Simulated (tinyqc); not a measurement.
Rigid-ion and shell models of the dielectric response of an ionic crystal: one step, computed by the program tinyqc.

Charges +Z and -Z; 8 nearest neighbours, Madelung constant M = 1.762675, volume per ion pair Omega = 1.539601 d^3. Energy per pair U = -M Z^2 e2/d + 8 A exp(-d/rho), e2 = e^2/(4 pi eps_0). In the shell model the anion is a core of charge Y - Z and a massless shell of charge -Y, joined by the spring k; the repulsion acts on the shell. Each ion feels the Lorentz field E + (4 pi/3) P (Gaussian units).

Question. Shell model: lattice response. mu lambda_TO = R' - (4 pi e2/(3 Omega)) Z_S^2/(1 - b); mu lambda_LO = mu lambda_TO + 4 pi e2 Z*^2/(eps_inf Omega); eps_s = eps_inf lambda_LO/lambda_TO. lambda in eV/(angstrom^2 u) gives the wavenumber 15.6333042 x 33.35640952 x sqrt(lambda); mu is the reduced mass.

Inputs (values chosen for the exercise, for a model crystal): cation mass = 173 u; anion mass = 19 u.

Structure: caesium chloride.

anion polarisability alpha_- = 2.918171 angstrom^3

Szigeti charge Z_S = 0.8418526 e

softened spring R' = 2.319158 eV/angstrom^2

b = 0.3524473

eps_inf = 2.632828

Born charge Z* = 1.300053 e

volume Omega = 40.74337 angstrom^3

Constants: e^2/(4 pi eps_0) = 14.39964548 eV angstrom; nu for 1 eV/(angstrom^2 u) = 15.6333042 THz; 1 THz = 33.35640952 1/cm.

Give: mu lambda_TO; omega_TO; omega_LO; eps_s; share of R' left after the dipole term.

Answer.

mu lambda_TO = 0.6989 eV/angstrom^2

omega_TO = 105.4 1/cm

omega_LO = 237.5 1/cm

eps_s = 13.37

share of R' left after the dipole term = 0.3014

The dipole field cancels 70 % of the short-range spring: a soft TO mode and a high static constant go together.
